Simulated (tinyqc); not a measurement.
Worked calculation: deep level with several charge states, and Shockley-Read-Hall recombination. Values are carried at full precision from step to step, so a last printed digit may differ when a step is redone from the rounded ones.

Energies from Ev. The defect has charge states +1, 0, -1 with weights 1, gm exp((EF - E1)/kT), exp((2 EF - E1 - E2)/kT); the shares are the weights over their sum. Boltzmann carriers: n = Nc exp((EF - Eg)/kT), p = Nv exp(-EF/kT). Neutrality: p - n + Nd + Nt <q> = 0.

Constants: kB = 8.617333262e-05 eV/K.

Parameters, chosen for this exercise (gap and densities of states near those of Si at this temperature; the results hold for these values, not for the real material):
```
symbol  value     unit    meaning
Eg      1.086     eV      gap
Nc      4.18e+19  1/cm^3  conduction-band density of states
Nv      1.71e+19  1/cm^3  valence-band density of states
T       400       K
E1      0.311     eV      level (+1/0) above Ev
E2      0.828     eV      level (0/-1) above Ev
gm      2                 degeneracy of the middle state, the others 1
Nt      1.1e+16   1/cm^3  defects
Nd      -3e+15    1/cm^3  ionised shallow donors minus acceptors
E_try   0.393     eV      trial Fermi level
Et      0.828     eV      recombination level above Ev
sn      1.2e-14   cm^2    electron capture cross-section
sp_     2.7e-16   cm^2    hole capture cross-section
vth     24000000  cm/s    thermal velocity, both carriers
Nm      1.1e+17   1/cm^3  equilibrium holes for the lifetime steps
dn      6.1e+12   1/cm^3  excess pairs
```

## Charge states at a trial Fermi level

Form the exponents, the shares, the mean charge and the residual of neutrality at EF = E_try.

exponents of the second and third weights: 2.379  -10.241

shares: +1 0.0443, 0 0.9557, -1 0.0000

<q> = 0.0443

n, p (1/cm^3): 7.76e+10  1.91e+14

residual = -2.32e+15 1/cm^3

The residual is negative, so EF must fall.

## The neutral state

Solve for EF.

EF = 0.3378 eV

shares at EF: +1 0.187, 0 0.813, -1 0.000

n = 1.57e+10 1/cm^3
p = 9.47e+14 1/cm^3

Without the defects the majority density would be 3.00e+15 1/cm^3; with them the density of these carriers is 9.47e+14, so they compensate part of the doping. Most defects are in the state 0.

## Recombination through one level

One level at Et with degeneracy 1: tn = 1/(sn vth Nt), tp = 1/(sp_ vth Nt), n1 = Nc exp((Et - Eg)/kT), p1 = Nv exp(-Et/kT), ni^2 = n1 p1. Equilibrium p0 = Nm, n0 = ni^2/Nm; n = n0 + dn, p = p0 + dn. U = (n p - ni^2)/(tp (n + n1) + tn (p + p1)), lifetime dn/U; emission rates en = sn vth n1, ep = sp_ vth p1.

Evaluate each quantity.

tn, tp (microsecond): 0.0003157  0.01403

n1, p1 (1/cm^3): 2.35e+16  6.32e+08

U = 1.84e+21 1/(cm^3 s)
lifetime = 0.00331 microsecond

The lifetime is 10.485 times the minority capture time tn and 0.231 times tn + tp, the limit of high injection.

## Emission and generation in a depleted region

With n = p = 0 the level generates pairs at G = Nt en ep/(en + ep); generation lifetime tg = ni/G; current density e G W for a width W = 1 micrometre, e = 1.602176634e-19 C.

en, ep (1/s): 6.76e+09  4.09

G = 4.50e+16 1/(cm^3 s)
tg = 85.5 microsecond
current density = 7.22e-07 A/cm^2

The slower step, hole emission, limits the rate: en/ep = 1.65e+09.

## Checks

- U against hole capture minus emission at the steady occupation of the level (1/(cm^3 s)): both 1.843e+21.

Program tinyqc; command `OMP_NUM_THREADS=1 python tinyqc.py 1680057 1680058 out.jsonl`; about 0.01 s on one thread of a shared Intel(R) Xeon(R) Processor @ 2.30GHz.
